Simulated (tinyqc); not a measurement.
From results back to parameters: phonon-assisted absorption at an indirect gap. Three cases, with inputs chosen for the exercise.

Problem. A slab transmits Tr = (1 - R)^2 x/(1 - R^2 x^2) with x = exp(-alpha d) and R = ((nr - 1)/(nr + 1))^2.

Case 1.

Values chosen (out of a larger set: loosely those of AlAs at room temperature; Eg is not tied to T; not measured data): nr = 3.11 (refractive index); d = 15 micrometre (thickness).

Tr = 0.0296063

Case 2.

Values chosen (out of a larger set: loosely those of GaP at room temperature; Eg is not tied to T; not measured data): nr = 3.4 (refractive index); d = 2 micrometre (thickness).

Tr = 0.359010

Case 3.

Values chosen (out of a larger set: loosely those of Si at room temperature; Eg is not tied to T; not measured data): nr = 3.61 (refractive index); d = 96 micrometre (thickness).

Tr = 0.00680508

Find: x; alpha.

Solution. Tr R^2 x^2 + (1 - R)^2 x - Tr = 0; take the positive root, then alpha = -ln(x)/d.

Case 1.

x = 0.05458
alpha = 1.94e+03 1/cm

Case 2.

x = 0.6963
alpha = 1.81e+03 1/cm

Case 3.

x = 0.01474
alpha = 439 1/cm

Computed by tinyqc, one run a case: `OMP_NUM_THREADS=1 python tinyqc.py N N+1 out.jsonl` with N = 1681860, 1681878, 1681895; one thread of a shared Intel(R) Xeon(R) Processor @ 2.30GHz, about 0.01 s a run at most.
